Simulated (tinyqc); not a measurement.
# Off-state leakage of single and stacked transistors: what changes with what

n-channel devices of unit width. Subthreshold current I(Vg, Vs, Vd) = I0 (T/300 K)^0.5 exp[(Vg - Vs - VT(T) - gb (Vs - Vb) + dd (Vd - Vs))/(nf Vt)] (1 - exp(-(Vd - Vs)/Vt)), VT(T) = VT - cT (T - 300 K). Gate-edge tunnelling Ig (Vd/1 V) exp(ag (Vd - 1 V)), for a gate at 0 V, and band-to-band leakage Ab u exp(-Bb/u), u = Vd - Vb + 1 V, flow at a drain held at V; both are taken as independent of T. In a stack of off transistors (all gates at 0 V) the same subthreshold current passes through each.

Parameters, values chosen for the exercise; values of the order met in bulk silicon logic transistors: temperature T = 330 K; supply voltage V = 1.2 V; threshold at 300 K, zero drain and body bias VT = 0.35 V; fall of the threshold with temperature cT = 0.6 mV/K; current at threshold at 300 K I0 = 0.58 uA/um; slope factor nf = 1.49; drain-induced lowering per volt dd = 0.17; rise of the threshold per volt of source-body bias gb = 0.23; gate-edge tunnelling current at 1 V Ig = 0.0003 uA/um; exponential slope of the gate current ag = 4.5 1/V; prefactor of band-to-band leakage at the drain Ab = 30 uA/(um V); its exponential voltage Bb = 21 V; body voltage Vb = -0.3 V.

Constants: q = 1.602176634e-19 C, kB = 1.380649e-23 J/K, Vt = kB T/q. Results are converted to the units shown.

Each table varies one quantity; the others keep the values above.

## Subthreshold current against the height of the stack

All n gates at 0 V, bottom source at 0 V, top drain at V; node voltages follow from equal currents.

Subthreshold current against the height of the stack:
columns A: n; B: I (nA/um); C: reduction factor; D: drain voltage of the bottom device (mV); E: source voltage of the top device (mV); F: voltage across the top device (V)
```
A        B      C      D      E      F
1    5.820  1.000   1200      0  1.200
2  0.07878  73.88  130.2  130.2  1.070
3  0.03372  172.6  28.77  155.9  1.044
4  0.02131  273.1  15.68  169.8  1.030
5  0.01556  374.0  10.79  179.3  1.021
6  0.01225  475.2  8.220  186.5  1.013
```

What does the table show?

The second transistor cuts the current by a factor of 73.9, the third by a further 2.34 and the sixth by 1.27. The top device keeps 84.5 % of the supply at n = 6, while the drain voltage of the bottom one falls to 0.289 Vt.

## Leakage components against the body voltage

Same model as above.

One transistor with Vg = Vs = 0, Vd = V; stack factor I(one)/I(two in series).

The same in every row: gate edge (nA/um) = 0.8855; stack factor = 73.88.

Leakage components against the body voltage:
```
Vb (V)  subthreshold (nA/um)  band-to-band (nA/um)  total (nA/um)  largest part
0.2                    87.83                 1.652          90.37  subthreshold
0                      29.66                 4.721          35.27  subthreshold
-0.2                   10.02                 11.41          22.31  band-to-band
-0.4                   3.382                 24.23          28.50  band-to-band
-0.6                   1.142                 46.46          48.49  band-to-band
-0.8                  0.3857                 82.07          83.34  band-to-band
-1                    0.1302                 135.6          136.6  band-to-band
-1.2                 0.04398                 211.9          212.9  band-to-band
-1.4                 0.01485                 316.3          317.2  band-to-band
```

What does the comparison show?

As Vb goes from 0.2 to -1.4, the total leakage goes from 90.4 through a minimum of 22.3 (at Vb = -0.2 among the rows listed) to 317 nA/um. The subthreshold part leads at Vb = 0.2, the band-to-band part from -0.2 on. The exact minimum lies at Vb = -0.218 V: reverse body bias lowers the subthreshold part by a decade every nf Vt ln 10/gb = 0.424 V but raises the band-to-band part. The reduction by a stack of two stays at 73.9, for the subthreshold part alone. For Vb = 0.2, 0 the gate is within about 3 nf Vt of threshold, where the exponential law overstates the current. For Vb = 0.2 the body is forward biased; the junction current, left out, is still small at this voltage.

Program tinyqc, `OMP_NUM_THREADS=1 python tinyqc.py 2242189 2242190 out.jsonl`; Intel Xeon 2.30GHz, shared host, one thread, about 0.03 s.
